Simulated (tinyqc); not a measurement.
Inside a calculation: valley splitting of a silicon quantum well in envelope theory. Values are carried at full precision from step to step, so a last printed digit may differ when a step is redone from the rounded ones.

Constants: hbar^2/2m0 = 3.80998211 eV angstrom^2; kB = 8.617333262e-05 eV/K.

Values chosen for the exercise (near those of a strained Si well in SiGe; not measured data):
- k0 = 0.85 2 pi/a (valley position)
- a = 5.431 angstrom (lattice constant)
- ml = 0.906 m0 (mass along z)
- F = 6.3 mV/nm (field pressing towards the upper interface)
- w = 1 angstrom (interface width parameter)
- L = 74 angstrom (well width)
- V0 = 0.19 eV (conduction offset)
- C0 = 0.282 (Bloch overlap factor)
- Yb = 0.29 (Ge share of the barrier)
- Yw = 0.02 (Ge share of the well)
- ad = 140 angstrom (dot radius)

## Wave number and lengths

q = 2 k0 (2 pi/a), its wavelength, the field length (c/(ml e F))^(1/3) with c = hbar^2/2m0 and 1 mV/nm = 1e-4 eV/angstrom, and the damping factor y/sinh(y), y = pi q w, of a step smoothed as 1/(1 + exp(z/w)).

q = 1.9667 1/angstrom
wavelength = 3.195 angstrom
field length = 18.8 angstrom
damping factor = 0.0256

## The envelope

The well lies at 0 < z < L; U(z) = V0 [1/(1 + exp(z/w)) + 1/(1 + exp((L - z)/w))] - e F z, 1 mV/nm = 1e-4 eV/angstrom. The envelope psi solves -(c/ml) psi'' + U psi = E psi, c = hbar^2/2m0, by three-point differences on a grid of 0.1 angstrom from -40 to L + 40 angstrom. The two valleys at +/- k0 couple through D = C0 times the integral of exp(-i q z) U(z) psi^2, q = 2 k0 (2 pi/a), and split by Ev = 2|D|.

Two lowest levels, mean position, and psi^2 at both interfaces.

levels (meV): -21.50  1.88

<z> = 49.5 angstrom
psi^2 at z = 0 and L (1/angstrom): 4.92e-05  0.00297

The field makes psi^2 at the upper interface 60.4 times that at the lower one. The orbital spacing is 23.4 meV.

## Contributions to the coupling

Split D into the lower barrier, the upper barrier and the field term.

Parts of D (micro-eV):

| part | real | imaginary | size |
|---|---|---|---|
| lower barrier | 0.039 | 0.008 | 0.040 |
| upper barrier | 0.396 | -2.392 | 2.425 |
| field term | 0.005 | -0.014 | 0.015 |

## Valley splitting and phase

The inter-valley coupling D is the sum of the complex parts; Ev = 2|D|, the valley phase is arg D, and kB T equals Ev at T = Ev/kB.

Ev = 4.88 micro-eV
phase = -1.39 rad
T = 0.057 K

The upper barrier gives the largest part.

## Alloy disorder

Random alloy: with Y(z) = Yw + (Yb - Yw) B(z), B the bracket in U, and in-plane density exp(-r^2/ad^2)/(pi ad^2), D gains a random complex part of variance sigma^2 = (C0^2/pi)(a^2 V0/(8 ad (Yb - Yw)))^2 (4/a) times the integral of psi^4 Y (1 - Y). Alone it gives a mean splitting sqrt(pi) sigma; together with the smooth part the rms splitting is 2 sqrt(|D|^2 + sigma^2).

Give the integral, sigma, the mean splitting from disorder alone and the rms total.

integral = 0.000445 1/angstrom
sigma = 53.4 micro-eV
sqrt(pi) sigma = 94.6 micro-eV
rms splitting = 106.9 micro-eV

|D|/sigma = 0.05: disorder dominates, so the splitting scatters from dot to dot down to zero.

## Checks

- Lowest level for sharp walls and no field against the square well, meV: both 6.0.
- Size of one barrier part in that case against C0 V0 psi(0)^2/sqrt(q^2 + 4 kappa^2), micro-eV: both 20.

(tinyqc, `OMP_NUM_THREADS=1 python tinyqc.py 1281391 1281392 out.jsonl`, Intel(R) Xeon(R) Processor @ 2.30GHz, 1 thread, shared host, about 0.2 s.)
